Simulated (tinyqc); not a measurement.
Stress along the channel: six-band hole subbands of a thin body in a field.

Basis X, Y, Z times spin, hole energies counted downwards from the unstrained edge (the hydrostatic shift is left out), c = hbar^2/2m0. For a symmetric tensor T let C(T) have C_XX = L Txx + M (Tyy + Tzz), C_XY = N Txy (cyclic), L = c (g1 + 4 g2), M = c (g1 - 2 g2), N = 6 c g3. k = q + kz n, n the unit normal, q = k1 u + k2 v with u along the channel [1-10] and v = n x u. H = C(k k^T) + (Dso/3)(1 - L.sigma) - B + e F z with (L_k)_ij = -i epsilon_kij; B is the block C built from the traceless strain with 2b, -b and sqrt(3) d in place of L, M, N. Strain: exx = eyy = (s11 + s12) sx/2, ezz = s12 sx, exy = -s44 sx/4. Hard walls at z = 0 and t; basis sin(j pi z/t), j = 1 to Nz: kz^2 = (j pi/t)^2, kz = -i D with D_jl = 4 j l/(t (j^2 - l^2)), z_jj = t/2 and z_jl = -8 t j l/(pi (j^2 - l^2))^2 for j + l odd; 1 MV/cm = 0.01 eV/angstrom.

Nz = 14. E1 is the top subband at q = 0, gap the distance to the next pair, and the masses are c q^2/(E(q) - E1) at |q| = 0.02 1/angstrom (mean of the spin pair) along the channel [1-10] and across it in the plane; a dash marks a band that does not rise.

Constants: hbar^2/2m0 = 3.80998211 eV angstrom^2.

Inputs chosen for the exercise (near those of a p-type Si channel; not measured data): g1 = 4.3 (Luttinger gamma1); g2 = 0.34 (gamma2); g3 = 1.45 (gamma3); Dso = 0.044 eV (spin-orbit splitting); b = -2.09 eV (tetragonal potential); d = -4.74 eV (trigonal potential); S = (7.75, -2.18, 12.82) 1/TPa (compliances s11, s12, s44); face = 110 (surface); t = 30 angstrom (body thickness); F = 0.2 MV/cm (field across the body).

Each row has its own sx.

Results:

| sx (GPa) | E1 (meV) | gap (meV) | m channel | m across |
|---|---|---|---|---|
| -3.0 | -57.4 | 40.8 | 0.113 | 0.276 |
| -2.0 | -20.9 | 40.9 | 0.113 | 0.276 |
| -1.0 | 15.6 | 41.1 | 0.113 | 0.276 |
| -0.5 | 33.7 | 41.3 | 0.113 | 0.276 |
| 0.0 | 51.8 | 41.5 | 0.113 | 0.276 |
| 0.5 | 69.8 | 41.8 | 0.114 | 0.276 |
| 1.0 | 87.6 | 42.2 | 0.115 | 0.276 |

Under 2 GPa of compression the channel mass stays at 0.113 m0, the mass across at 0.276; the gap to the next subband is 41, 41 and 42 meV at -2, 0 and +1 GPa. The lightest channel mass of the table, 0.113 m0, is at -3.0, -2.0, -1.0, -0.5 and 0.0 GPa. Compression changes the channel mass little here, since confinement on this face has already singled out the orbital that the stress favours.

Run: tinyqc, `OMP_NUM_THREADS=1 python tinyqc.py 1251939 1251940 out.jsonl`; Intel(R) Xeon(R) Processor @ 2.30GHz, one thread, shared host; about 0.3 s of CPU time with all checks.
